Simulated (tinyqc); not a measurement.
## Transfer length from front and end resistance

Inverse problem. A contact of length d and width W has Rc = (Rsh Lt/W) coth(d/Lt) and Re = (Rsh Lt/W)/sinh(d/Lt), with Rsh the sheet resistance under the metal and Lt = sqrt(rc/Rsh). Find Lt, Rsh and rc.

Values chosen for this exercise: contact length d = 0.34 um; contact width W = 2.7 um.

Rc = 24.052976 ohm
Re = 15.876745 ohm

Solution. Rc/Re = cosh(d/Lt) gives Lt, and Re then gives Rsh.

Lt = 0.348 um
Rsh = 140 ohm/sq
rc = 1.70e-7 ohm cm^2

Computed by the program tinyqc: `OMP_NUM_THREADS=1 python tinyqc.py 2760139 2760140 out.jsonl`, one thread of a shared Intel Xeon 2.30GHz, about 0.01 s for the whole run.
